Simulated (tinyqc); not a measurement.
# Which input was changed?

Model: capillary instabilities by surface diffusion: grooving and agglomeration of films, edge retraction, wire break-up and smoothing of roughness. Computed by tinyqc, a small Python program. Command: `OMP_NUM_THREADS=1 python tinyqc.py 3017960 3017961 out.jsonl dewet which`. One thread of a shared host (Intel(R) Xeon(R) Processor @ 2.30GHz), about 0.05 s of CPU time with the checks.

Isotropic surface energy; shapes change by surface diffusion alone.

Inputs (values chosen for the exercise, for a model film):

| quantity | value | unit |
|---|---|---|
| surface energy gamma_s | 1.36 | J/m^2 |
| grain-boundary energy gamma_b | 0.52 | J/m^2 |
| interface energy gamma_i | 0.56 | J/m^2 |
| contact angle on the substrate theta | 90 | degrees |
| atomic volume Omega | 20 | angstrom^3 |
| surface sites nu | 15 | 1/nm^2 |
| prefactor D0 | 0.00032 | m^2/s |
| activation energy Q | 2.66 | eV |
| temperature T | 1301 | K |
| time t | 860 | s |
| film thickness h | 33 | nm |
| grain radius R | 100 | nm |

Grooves: at the surface and the interface.

Constants: k_B = 8.617333262e-05 eV/K; k_B = 1.380649e-23 J/K.

Method:
- B = D_s nu gamma_s Omega^2/(k_B T), D_s = D0 exp(-Q/(k_B T)).
- Groove angle beta: sin(beta) = gamma_b/(2 gamma). For circular grains of radius R with spherical caps the groove ends (measured from the mean surface) at the depth R g(beta), g = (2 - 3 cos beta + cos^3 beta)/(3 sin^3 beta). The film parts if R [g(beta_s) + g(beta_i)] > h.
- Mullins' isolated groove: depth below the flat surface d = 0.780 m (B t)^(1/4), m = tan(beta_s), width between the ridges 4.6 (B t)^(1/4); time to reach h: (h/(0.780 m))^4/B.
- A rim shaped as a circular segment with contact angle theta holds the area h x; its radius r obeys r^2 (theta - sin theta cos theta) = h x. To advance, the edge must carry a strip of the rim height H = r (1 - cos theta) over the rim, driven by the curvature 1/r over the distance r theta (the scaling argument of Brandon and Bradshaw): H dx/dt = B/(theta r^2) gives x^(5/2) = (5/2) B t c^(3/2)/(theta (1 - cos theta) h^(3/2)), c = theta - sin theta cos theta.

Task: One of these inputs alone was changed, within the range given: grain-boundary energy gamma_b (0.26 to 1.04); contact angle on the substrate theta (45 to 165); temperature T (650.5 to 2602); time t (430 to 1720). Which one, and to what value?

Results:

| run | groove depth (nm) | retraction x (nm) | rim height H (nm) |
|---|---|---|---|
| before | 7.582280 | 101.0157 | 46.06716 |
| after | 9.486904 | 101.0157 | 46.06716 |

Result:

Each candidate set to reproduce groove depth, and what it then gives:

| candidate | range searched | value needed | retraction x (nm) | rim height H (nm) |
|---|---|---|---|---|
| grain-boundary energy gamma_b (J/m^2) | 0.26 to 1.04 | 0.6440 | 101.02 | 46.067 |
| contact angle on the substrate theta (degrees) | 45 to 165 | no effect | - | - |
| temperature T (K) | 650.5 to 2602 | 1354 | 144.58 | 55.113 |
| time t (s) | 430 to 1720 | out of reach | - | - |

Only grain-boundary energy gamma_b fits every result: it went from 0.52 to 0.644 J/m^2. The next best candidate, temperature T, misses one result by 43 %.

Caution: the grooves of neighbouring boundaries overlap, so the depth levels off at its final value. Caution: the rim is not yet high against the film, as the scaling law assumes.
